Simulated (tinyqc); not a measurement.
From results back to parameters: Landau levels of a parabolic two-dimensional band.

Problem. Two successive minima of rho_xx occur at the fields below; each unresolved level holds 2 n_B electrons, n_B = B/(h/e), so minima lie at n/n_B = 2 (j + phi) with integer j and phi = 0 or 1/2; 1/angstrom^2 = 1e16/cm^2.

Constants: h/e = 413566.7697 T angstrom^2.

higher field = 3.59803 T
lower field = 2.99836 T

Find: period in 1/B; n; j + phi at the higher field.

Solution. The period is 2/(n h/e), and j + phi = 1/(B x period). An integer means phi = 0.

period in 1/B = 0.0556 1/T
n = 8.70 x 1e11/cm^2
j + phi at the higher field = 5

Run: tinyqc, `OMP_NUM_THREADS=1 python tinyqc.py 1281164 1281165 out.jsonl`; Intel(R) Xeon(R) Processor @ 2.30GHz, one thread, shared host; about 0.01 s of CPU time with all checks.
